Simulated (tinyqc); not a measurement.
## Cell-based percolation model of oxide breakdown: effect of the area

The oxide, of thickness n a, is cut into cubic cells. A cell is defective with the chance l = 1 - exp(-a^3 N), N = N1 (t/1 s)^al. A column of n defective cells breaks the oxide down, and the area holds M = A/a^2 independent columns: 1 - F = (1 - l^n)^M.

At F = 1 - 1/e: l_c = (1 - exp(-1/M))^(1/n), N_bd = -ln(1 - l_c)/a^3, t63 = (N_bd/N1)^(1/al). W = ln(-ln(1 - F)); for small l, W = ln M + n ln(a^3 N), so the Weibull slope is n al.

Values chosen for this exercise:
- a = 1.5 nm (edge of a cell)
- n = 4 (cells across the oxide)
- al = 0.8 (exponent of defect growth)
- N1 = 4.9e17 cm^-3 (defect density after 1 s)

Result of one run:
```
A (um^2),l_c,N_bd (cm^-3),t63 (s),slope at t63
0.0014,0.2002,6.618e19,460.5,2.858
```

What becomes of these results when the area A is changed from 0.0014 to 5.1e5 um^2, all else the same?

Result of the changed run:
```
A (um^2),l_c,N_bd (cm^-3),t63 (s),slope at t63
5.1e5,0.001449,4.297e17,0.8487,3.198
```

The whole series:
```
A (um^2),l_c,N_bd (cm^-3),t63 (s),slope at t63
0.0014,0.2002,6.618e19,460.5,2.858
0.023,0.09945,3.104e19,178.7,3.035
0.38,0.04933,1.499e19,71.94,3.120
6.4,0.02435,7.304e18,29.29,3.161
110,0.01196,3.565e18,11.95,3.181
1800,0.005946,1.767e18,4.970,3.190
31000,0.002919,8.661e17,2.038,3.195
5.1e5,0.001449,4.297e17,0.8487,3.198
8.6e6,7.152e-4,2.120e17,0.3509,3.199
```

t63 falls from 460 to 0.351 s, as A^(-0.34) between the first two rows and A^(-0.31) between the last two, against -1/(n al) = -0.31; the slope at t63 rises from 2.86 to 3.20, nearer to n al where l_c is small.

Numbers from tinyqc (`OMP_NUM_THREADS=1 python tinyqc.py 2070089 2070090 out.jsonl`; about 0.01 s on one thread of a shared Intel Xeon 2.30GHz).
